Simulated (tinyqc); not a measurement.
Three-level Kane dispersion of a narrow-gap semiconductor: sweeps and comparisons. A value that a table varies takes the place of the one given here.

Zero of energy at Gamma8, c = hbar^2/2m0, P^2 = Ep c. The free-electron term and remote bands are left out, so the heavy holes are flat at E = 0 and the other three bands obey E (E - Eg)(E + Dso) = P^2 k^2 (E + 2 Dso/3). The conduction band is the highest root; its edge is Ec = max(Eg, 0).

Degenerate electrons at T = 0: kF = (3 pi^2 n)^(1/3), 1 cm^-3 = 1e-24 angstrom^-3; EF is the highest root at kF. The momentum (cyclotron, optical) mass is m(E) = hbar^2 k/(dE/dk) = c d(k^2)/dE with d(k^2)/dE = k^2 [1/E + 1/(E - Eg) + 1/(E + Dso) - 1/(E + 2 Dso/3)]; the density of states is k d(k^2)/dE/(2 pi^2).

Edge mass m0* = Eg (Eg + Dso)/(Ep (Eg + 2 Dso/3)).
Constants: hbar^2/2m0 = 3.80998211 eV angstrom^2.

Values chosen for the exercise (near those of InAs; the results hold for these values, not for the real material):
```
symbol  value    unit        meaning
Eg      0.418    eV          E(Gamma6) - E(Gamma8)
Dso     0.38     eV          spin-orbit splitting
Ep      21.1     eV          Kane energy
k       0.031    1/angstrom  wave vector
n       6.8e+17  cm^-3       electron density
```

## Filling the band

n from 1e15 to 1e19 cm^-3. The last column is the local power d ln(EF - Ec)/d ln n = kF^2/(1.5 (EF - Ec) d(k^2)/dE).

Results:
```
n (cm^-3)  kF (1/angstrom)  EF - Ec (meV)  parabolic (meV)   m(EF)  m(EF)/m0*  power
1.0e+15            0.00309            1.5              1.5  0.0237       1.01  0.664
1.0e+16            0.00667            7.1              7.2  0.0243       1.03  0.657
3.0e+16            0.00961           14.5             15.0  0.0250       1.06  0.647
1.0e+17            0.01436           31.3             33.4  0.0267       1.13  0.627
3.0e+17            0.02071           61.3             69.4  0.0297       1.26  0.598
1.0e+18            0.03094          122.7            154.9  0.0358       1.52  0.553
3.0e+18            0.04462          219.7            322.1  0.0454       1.93  0.507
1.0e+19            0.06665          393.4            718.8  0.0622       2.64  0.461
```

The power falls from 0.664 to 0.461: 2/3 marks a parabola, 1/3 a linear band. The parabola is within 10 % up to n = 1.0e+17 cm^-3. The mass has doubled by n = 1.0e+19 cm^-3 and ends at 2.6 times its edge value.

## Closing and inverting the gap

Eg is varied at fixed k, Dso and Ep. Edge mass: Eg (Eg + Dso)/(Ep (Eg + 2 Dso/3)) for Eg > 0, 3 |Eg|/(2 Ep) for Eg < 0. The Gamma6 weight of the conduction state is 1/(1 + P^2 k^2 [(2/3)/E^2 + (1/3)/(E + Dso)^2]).

Results:
```
Eg (eV)      m0*  highest root (eV)  middle (eV)  lowest (eV)  E - Ec (meV)  Gamma6 weight
-0.300   0.02133             0.1341      -0.2665      -0.5476         134.1          0.252
-0.150   0.01066             0.1808      -0.2210      -0.4898         180.8          0.376
-0.060   0.00427             0.2186      -0.1918      -0.4668         218.6          0.465
-0.015   0.00107             0.2406      -0.1777      -0.4579         240.6          0.511
0.015    0.00105             0.2564      -0.1686      -0.4527         241.4          0.541
0.060    0.00399             0.2817      -0.1558      -0.4460         221.7          0.586
0.150    0.00934             0.3382      -0.1330      -0.4352         188.2          0.667
0.300    0.01747             0.4465      -0.1037      -0.4228         146.5          0.772
```

The edge mass vanishes with |Eg| from both sides, yet the kinetic energy at this k stays finite, at most 241.4 meV in the table; at Eg = 0 the two-level form, without the split-off band, gives the linear value sqrt(2/3) P k = 226.9 meV. The Gamma6 weight of the conduction state goes smoothly from 0.25 to 0.77 and is 0.51 and 0.54 in the two rows next to Eg = 0: at finite k nothing jumps at the inversion.

## What each parameter does

Edge mass, EF - Ec and m(EF). Each row changes one parameter from the base and keeps the others.

Results:
```
case                m0* (m0)  EF - Ec (meV)  m(EF) (m0)
base                 0.02355          98.85     0.03346
n = 1.36e+18 cm^-3   0.02355         145.18     0.03804
Eg = 0.4807 eV       0.02671          90.32     0.03570
Dso = 0.323 eV       0.02318         100.13     0.03311
Ep = 17.935 eV       0.02770          85.97     0.03786
```

The largest shifts from the base row, up to three for each result and ties (the steps differ in size, so this ranks the rows, not the parameters). m0* (m0): Ep +0.00416, Eg +0.00317, Dso -0.00037; unchanged at the printed digits by n. EF - Ec (meV): n +46.32, Ep -12.89, Eg -8.54. m(EF) (m0): n +0.00458, Ep +0.00440, Eg +0.00224.

tinyqc: `OMP_NUM_THREADS=1 python tinyqc.py 1050554 1050555 out.jsonl`; about 0.01 s, one thread, shared Intel(R) Xeon(R) Processor @ 2.30GHz.
